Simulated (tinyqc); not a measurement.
Error of the time step: velocity overshoot from momentum and energy balance equations after a field step. Computed by tinyqc, a small Python program. Command: `OMP_NUM_THREADS=1 python tinyqc.py 3027468 3027469 out.jsonl overshoot walk`. One thread of a shared host (Intel(R) Xeon(R) Processor @ 2.30GHz), about 0.02 s of CPU time with the checks.

At t = 0 the field jumps from 0 to F in a uniform sample. v is the drift velocity and u = w - (3/2) k_B T the excess energy per carrier.

Inputs (values chosen for the exercise, modelled on holes in silicon except for tau_E): effective mass m = 0.4 m_0; low-field mobility mu_0 = 470 cm^2/(V s); saturation velocity v_s = 0.9 1e7 cm/s; energy relaxation time tau_E = 0.25 ps; field after the step F = 20 kV/cm; lattice temperature T = 300 K; time step dt = 3.4 fs.

Scheme: explicit Euler.

Constants: m_0 = 9.1093837015e-31 kg; e = 1.602176634e-19 C; k_B = 8.617333262e-05 eV/K.

Method:
- dv/dt = e F/m - v/tau_m(u), du/dt = e F v - u/tau_E, tau_m(u) = tau_0/(1 + c u), tau_0 = m mu_0/e, c = mu_0/(e tau_E v_s^2); this choice gives the steady state v (1 + mu_0 F v/v_s^2) = mu_0 F, which saturates at v_s. Steady velocity v = 2 mu_0 F/(1 + sqrt(1 + 4 (mu_0 F/v_s)^2)); u = e F v tau_E; carrier temperature T + 2u/(3 k_B), neglecting the drift energy m v^2/2.
- Step: v_new = v + dt (e F/m - v/tau_m(u)), u_new = u + dt (e F v - u/tau_E). Start v = u = 0; the distance adds dt (v + v_new)/2.
- The peak velocity is recomputed with dt/2 and dt/4 and by an adaptive Runge-Kutta method (tolerance 1e-9).

tau_0 = 106.890 fs

acceleration e F/m = 0.00879410 1e7 cm/s per fs

c = 23.2099 1/eV

steady velocity = 0.566963 1e7 cm/s

Peak velocity:
```
step      v_peak (1e7 cm/s)  error (%)
dt                  0.69278    0.52895
dt/2                0.69094    0.26148
dt/4                0.69003    0.12982
adaptive            0.68914    0.00000
```

What does the comparison show, and why?

The explicit scheme puts the peak 0.53 % too high; halving dt divides the error by 2.02, as a first-order method should.

Extremes, crossings and ranges named in words are read from the listed rows.
